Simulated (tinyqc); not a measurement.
Inside a calculation. Model: one-diode model of a solar cell.

Program tinyqc, `OMP_NUM_THREADS=1 python tinyqc.py 2280105 2280106 out.jsonl`; Intel Xeon 2.30GHz, shared host, one thread, about 0.01 s. Printed values are rounded.

J is the current delivered and Vj = V + J Rs the junction voltage. J = X JL - J01 (exp(Vj/(n1 Vt)) - 1) - Vj/Rp. The photocurrent does not depend on voltage.

Values chosen for this exercise; values of the order met in cells of germanium: temperature T = 298.15 K; photocurrent at one sun JL = 43.5 mA/cm^2; concentration X = 1 suns; saturation current of the diode J01 = 0.00061 A/cm^2; ideality factor of the diode n1 = 1.69; series resistance Rs = 0 ohm cm^2; shunt resistance Rp = 200 ohm cm^2; incident power at one sun Pin = 100 mW/cm^2.

Constants: q = 1.602176634e-19 C, kB = 1.380649e-23 J/K, Vt = kB T/q. Results are converted to the units shown.

## Starting value

Vj = n1 Vt ln(X JL/J01), the open-circuit voltage of the J01 term alone.

Vj at the start = 0.1852776 V

## Iteration 1: new Vj

Open circuit: J(Vj) = 0. G = -dJ/dVj = J01 exp(Vj/(n1 Vt))/(n1 Vt) + 1/Rp. Vj(new) = Vj + J/G.

J = -0.3163879 mA/cm^2
G = 1.006832 S/cm^2
Vj after iteration 1 = 0.1849633 V

## Iteration 2: new Vj

As before.

J = -0.001136447 mA/cm^2
G = 0.9996076 S/cm^2
Vj after iteration 2 = 0.1849622 V

## Course of the iteration

Stop when the step is below 1e-10 V, or after 80 iterations.

Course of the iteration:
```
iteration  Vj before the step (V)   step (V)
1                       0.1852776   -3.14e-4
2                       0.1849633   -1.14e-6
3                       0.1849622  -1.48e-11
```

Converged in 3 iterations.

## Figures of merit

Jsc at V = 0, Voc at J = 0, the maximum power point where J (1 + 2 Rs G) = G Vj with G = -dJ/dVj; FF = Vmp Jmp/(Voc Jsc); efficiency Vmp Jmp/(X Pin). Empirical fill factor without parasitics FF0 = (v - ln(v + 0.72))/(v + 1), v = Voc/(n1 Vt).

Jsc = 43.5 mA/cm^2
Voc = 0.1849622 V
Vmp = 0.1256124 V
Jmp = 32.47381 mA/cm^2
FF = 0.5069830
efficiency = 4.079112 %
FF0 = 0.5046596

FF is 0.46 % above FF0. Removing one loss at a time changes the efficiency by: shunt +0.08 points.
